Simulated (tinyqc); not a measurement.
Sublattice potential against complex hopping: Haldane model. Computed by the program tinyqc. H_AA = delta - 2 t2 sum cos(k.b + phi), H_BB = -delta - 2 t2 sum cos(k.b - phi), H_AB = -t1 (1 + exp(-i k.a1) + exp(-i k.a2)), b = a1, a2 - a1, -a2, m = 3 sqrt3 t2 sin(phi); the sign of the Chern number follows the orientation k1 then k2.

Honeycomb lattice:
```
parameter     value
t1 (eV)    1.220000
t2 (eV)    0.140000
phi (rad)  1.520000
```

Gaps at the two valleys (eV) and Chern number of the lower band (12 x 12 mesh):
```
delta   gap 2|delta - m|  gap 2|delta + m|  Chern number
-1.308             4.069             1.163             0
-0.944             3.341             0.435             0
-0.436             2.325             0.581            -1
0.000              1.453             1.453            -1
0.291              0.871             2.035            -1
0.545              0.363             2.543            -1
0.908              0.363             3.269             0
1.453              1.453             4.359             0
```

What does the comparison show, and why?

Here |m| = 0.7265 eV. For |delta| < |m| the two valleys have masses of opposite sign and the Chern number is +/-1; one gap closes at |delta| = |m|, and beyond it the band is trivial.
